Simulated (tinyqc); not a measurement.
Worked calculation: harmonic frequencies on the UHF/6-31g surface (energies and gradients from PySCF), for H2-, spin multiplicity 2. The basis has no diffuse functions, so it cannot describe the extra electron: this is an exercise in the method, not the real anion. One step of it, computed by the program tinyqc.

Problem. Normal modes. Diagonalise H_ij / sqrt(m_i m_j); the 5 smallest eigenvalues belong to translations and rotations; wavenumber = sqrt(eigenvalue / 1822.888) x 219474.63; each mode has its largest component positive (the first on a tie); zero-point energy = sum of wavenumbers / 2, with 349.755 1/cm per kcal/mol. A mass of 2.014 u marks deuterium.

Hessian (symmetrised) (hartree/bohr^2):
```
             1Hx          1Hy          1Hz          2Hx          2Hy          2Hz
1Hx  -0.00000676   0.00000000   0.00000000   0.00000676   0.00000000   0.00000000
1Hy   0.00000000  -0.00000676   0.00000000   0.00000000   0.00000676   0.00000000
1Hz   0.00000000   0.00000000   0.01834103   0.00000000   0.00000000  -0.01834103
2Hx   0.00000676   0.00000000   0.00000000  -0.00000676   0.00000000   0.00000000
2Hy   0.00000000   0.00000676   0.00000000   0.00000000  -0.00000676   0.00000000
2Hz   0.00000000   0.00000000  -0.01834103   0.00000000   0.00000000   0.01834103
```

masses (u): 1H 2.014102, 2H 1.007825

Give: eigenvalues of the mass-weighted Hessian; harmonic wavenumbers of the vibrations; mass-weighted modes; zero-point energy.

Solution.

eigenvalues of the mass-weighted Hessian (hartree/(bohr^2 u)): 0.0000  0.0000  0.0000  0.0000  0.0000  0.0273

harmonic wavenumbers of the vibrations (1/cm): 849.4

mass-weighted modes:
```
      mode 1
1Hx   0.0000
1Hy   0.0000
1Hz  -0.5775
2Hx   0.0000
2Hy   0.0000
2Hz   0.8164
```

zero-point energy = 1.2143 kcal/mol
